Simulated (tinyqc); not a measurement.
Against voltage: leakage through a gate insulator: direct, Fowler-Nordheim, trap-assisted and Poole-Frenkel currents. Computed by tinyqc, a small Python program. Command: `OMP_NUM_THREADS=1 python tinyqc.py 3029444 3029445 out.jsonl oxideleak walk`. One thread of a shared host (Intel(R) Xeon(R) Processor @ 2.30GHz), about 0.01 s of CPU time with the checks.

Electrons enter from the cathode Fermi level at x = 0; the conduction band of the insulator lies phi_b - e F x above it, F = V/t. WKB exponents use a parabolic band with mass m.

Inputs (values chosen for the exercise, with an insulator like SiO2):
```
quantity                     value   unit
thickness t                    7.4     nm
barrier phi_b                 3.18     eV
tunnelling mass m             0.43    m_0
static constant eps_ox        3.78      -
trap depth phi_t               1.7     eV
trap density N_t           1.9e+18  cm^-3
attempt rate nu_0            4e+12    1/s
activation of capture E_a     0.17     eV
temperature T                  400      K
```

Constants: e = 1.602176634e-19 C; hbar = 1.054571817e-34 J s; hbar^2/(2 m_0) = 3.80998212 eV angstrom^2; k_B = 8.617333262e-05 eV/K.

Method:
- For a level a distance phi(x) below the band, the WKB exponent is 2 int kappa dx with kappa = sqrt(m phi/(hbar^2/2m_0)); for a linear barrier from phi_1 down to phi_2 = max(phi_1 - e F d, 0) it is G = (4/3) sqrt(m/(hbar^2/2m_0)) (phi_1^(3/2) - phi_2^(3/2))/(e F).
- J_tun = e^3 F^2/(16 pi^2 hbar m phi_b) x exp(-G) / [1 - sqrt(phi_2/phi_b)]^2 with the free-electron mass in the cathode (m in m_0), phi_2 = max(phi_b - e V, 0): direct tunnelling for e V < phi_b, Fowler-Nordheim above. Image forces, back-flow and the limit on supply are left out, so J_tun is overstated below about 0.5 V.
- A trap at depth x lies phi_t below the band. Capture: tunnel at the cathode Fermi level from 0 to x (G_in from phi_1 = phi_b), rate nu_0 exp(-G_in - E_c/k_B T) with E_c = E_a + max(phi_b - phi_t - e F x, 0), the last term being the height of the trap above the cathode Fermi level. Emission: tunnel from the trap level to the anode (G_out from phi_1 = phi_t over t - x), rate nu_0 exp(-G_out - E_a/k_B T). Re-emission to the cathode follows from detailed balance, rate_back = rate_in exp(dE/k_B T) with dE = phi_b - phi_t - e F x. Each trap passes R = rate_in rate_out/(rate_in + rate_back + rate_out) electrons per second; filling from the anode is left out.
- J_TAT = e N_t int_0^t R dx by the midpoint rule on 400 intervals; the most effective depth is the midpoint with the largest R, rounded to 0.01 nm.

Currents:
```
V (V)  F (MV/cm)  J_tun (A/cm^2)  J_TAT (A/cm^2)  best depth (nm)
0.89       1.203      1.5173e-28      6.9729e-28             3.04
1.79       2.419      2.1547e-25      2.9372e-22             2.95
2.70       3.649      1.3867e-21      2.5015e-16             4.04
3.61       4.878      6.5378e-16      4.5649e-12             3.02
4.51       6.095      3.3218e-11      1.9116e-09             2.43
5.42       7.324      5.2486e-08      1.1639e-07             2.03
6.33       8.554      1.0474e-05      2.2169e-06             1.73
7.23       9.770      5.5069e-04      1.9684e-05             1.53
8.14      11.000      1.2768e-02      1.1079e-04             1.34
```

The larger current changes between 5.42 and 6.33 V (to J_tun). Over the range J_tun grows by 25.9 decades and J_TAT by 23.2. The highest rows may lie beyond breakdown.

Extremes, crossings and ranges named in words are read from the listed rows.
